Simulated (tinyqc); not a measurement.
Inside a calculation. Method: CIS on RHF in the sto-3g basis, for H3+, spin multiplicity 1. One step of it, computed by the program tinyqc.

Task: CIS singlet states. Diagonalise A (1 hartree = 27.211386 eV); each vector has its largest component positive (the first on a tie). The transition dipole is mu = sqrt2 sum c_ia <i|r|a>.

CIS matrix A, singlet (hartree):
```
          1>2       1>3
1>2  0.709460  0.000000
1>3  0.000000  1.099116
```

dipole integrals <i|r|a> (bohr):
```
            x          y          z
1>2  0.000000   0.678248  -0.750508
1>3  0.000000  -0.560070  -0.506173
```

Give: singlet excitation energies; lowest vectors; oscillator strengths 2/3 w |mu|^2.

Result:

singlet excitation energies (eV): 19.305  29.908

lowest vectors:
```
     state 1  state 2
1>2    1.000    0.000
1>3    0.000    1.000
```

oscillator strengths 2/3 w |mu|^2: 0.968  0.835
